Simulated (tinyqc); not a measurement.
Charge control and current of a heterostructure field-effect transistor. From saturation current I/W back to mobility mu. Computed by tinyqc, a small Python program. Command: `OMP_NUM_THREADS=1 python tinyqc.py 3023613 3023614 out.jsonl hemt inv`. One thread of a shared host (Intel(R) Xeon(R) Processor @ 2.30GHz), about 0.03 s of CPU time with the checks.

Two subbands in a triangular well; E_F is counted from the conduction band edge of the channel at the interface.

Inputs (values chosen for the exercise, modelled on AlGaN/GaN):
```
quantity                                  value      unit
channel mass m                              0.2       m_0
permittivity eps (barrier and channel)     9.59         -
barrier thickness d                          14        nm
Schottky barrier phi_B                      1.3        eV
conduction band offset dE_c                0.29        eV
polarisation charge sigma/e             1.2e+13    1/cm^2
gate voltage V_G                          -0.75         V
saturation velocity v_s                     1.3  1e7 cm/s
gate length L                              1600        nm
source resistance R_S                         0    ohm mm
temperature T                               300         K
mixing                                      0.5         -
iteration cap                               200         -
```

Charge source: polarisation. Velocity law: two-piece.

Constants: e = 1.602176634e-19 C; eps_0 = 8.8541878128e-12 F/m; k_B = 8.617333262e-05 eV/K; hbar = 1.054571817e-34 J s; m_0 = 9.1093837015e-31 kg; k_B = 1.380649e-23 J/K.

Method:
- Threshold V_T = phi_B - dE_c - sigma d/(eps eps_0) (in volts); C_b = eps eps_0/d.
- Charge control: n_s = C_b (V_G - V_T - E_F/e)/e. Well: mean field F = e n_s/(2 eps eps_0), E_i = (hbar^2/2m)^(1/3) [(3 pi e F/2)(i + 3/4)]^(2/3), i = 0, 1; n_s = D k_B T sum_i ln(1 + exp((E_F - E_i)/k_B T)), D = m/(pi hbar^2), which is solved in closed form for E_F.
- Iteration from n_s = C_b (V_G - V_T)/(2e): E_F from n_s, n_out from the charge control, n_new = n_s + mixing (n_out - n_s), kept above n_s/10; stop when |n_out/n_s - 1| < 1e-9.
- C_g = e dn_s/dV_G = 1/(1/C_b + 1/C_q), 1/C_q = d(E_F/e)/d(e n_s) by a central difference of +/- 0.1 % in n_s; added distance dd = eps eps_0/C_q.
- With V = e n_s/C_g and V_c = v_s L/mu: for v = mu F up to v_s, I/W = C_g v_s V_c (sqrt(1 + (V/V_c)^2) - 1) and V_Dsat = V + V_c - sqrt(V^2 + V_c^2); g_m = dI/dV; extrinsic g_m/(1 + g_m R_S); f_T = g_m/(2 pi C_g L).

Task: A run gave the result below. Find the mobility mu, known to lie between 800 and 2500 cm^2/(V s).

saturation current I/W = 389.8743 mA/mm

Result:

Each step takes the trial c = (a f_b - b f_a)/(f_b - f_a), f being the result less the target and a, b, c the logarithms of the listed values; c replaces end b, the old b replaces a if the sign of f changed, and otherwise f_a is halved.

Scan of the range:
```
mobility mu (cm^2/(V s))  saturation current I/W (mA/mm)
800                                              233.482
967                                              275.086
1170                                             321.528
1410                                             370.733
1710                                             424.243
2070                                             478.321
2500                                             531.168
```

False position (Illinois rule, in the logarithm of the input) inside the bracket:
```
step    end a    end b    trial  saturation current I/W (mA/mm)
1     1410.00  1710.00  1510.73                         389.643
2     1710.00  1510.73  1511.99                         389.872
3     1710.00  1511.99  1512.01                         389.877
4     1511.99  1512.01  1512.00                         389.874
```

Saturation current I/W rises at every point of a 13-point scan of the range (every second point is shown), so one value fits; it is bracketed by 1410 and 1710. Answer: mobility mu = 1512 cm^2/(V s).
